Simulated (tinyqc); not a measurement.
What each parameter does: three-level Kane dispersion of a narrow-gap semiconductor.

Zero of energy at Gamma8, c = hbar^2/2m0, P^2 = Ep c. The free-electron term and remote bands are left out, so the heavy holes are flat at E = 0 and the other three bands obey E (E - Eg)(E + Dso) = P^2 k^2 (E + 2 Dso/3). The conduction band is the highest root; its edge is Ec = max(Eg, 0).

Degenerate electrons at T = 0: kF = (3 pi^2 n)^(1/3), 1 cm^-3 = 1e-24 angstrom^-3; EF is the highest root at kF. The momentum (cyclotron, optical) mass is m(E) = hbar^2 k/(dE/dk) = c d(k^2)/dE with d(k^2)/dE = k^2 [1/E + 1/(E - Eg) + 1/(E + Dso) - 1/(E + 2 Dso/3)]; the density of states is k d(k^2)/dE/(2 pi^2).

Edge mass m0* = Eg (Eg + Dso)/(Ep (Eg + 2 Dso/3)).
Constants: hbar^2/2m0 = 3.80998211 eV angstrom^2.

Parameters, chosen for this exercise (a gap close to zero; shifted at random, so the results belong to these values and not to a real crystal):

| symbol | value | unit | meaning |
|---|---|---|---|
| Eg | 0.03 | eV | E(Gamma6) - E(Gamma8) |
| Dso | 0.97 | eV | spin-orbit splitting |
| Ep | 19.3 | eV | Kane energy |
| n | 3e+17 | cm^-3 | electron density |

Edge mass, EF - Ec and m(EF).

Results for these values:

| case | m0* (m0) | EF - Ec (meV) | m(EF) (m0) |
|---|---|---|---|
| base | 0.00230 | 135.95 | 0.02129 |

What happens to each result for Eg = 0.0345 eV, all else kept?

Answer: m0* rises from 0.00230 to 0.00264; EF - Ec falls from 135.95 to 134.01; m(EF) rises from 0.02129 to 0.02132.

The same for each parameter in turn:

| case | m0* (m0) | EF - Ec (meV) | m(EF) (m0) |
|---|---|---|---|
| base | 0.00230 | 135.95 | 0.02129 |
| n = 6e+17 cm^-3 | 0.00230 | 176.12 | 0.02648 |
| Eg = 0.0345 eV | 0.00264 | 134.01 | 0.02132 |
| Dso = 1.1155 eV | 0.00230 | 135.36 | 0.02143 |
| Ep = 22.195 eV | 0.00200 | 147.08 | 0.01978 |

tinyqc: `OMP_NUM_THREADS=1 python tinyqc.py 1050395 1050396 out.jsonl`; about 0.01 s, one thread, shared Intel(R) Xeon(R) Processor @ 2.30GHz.
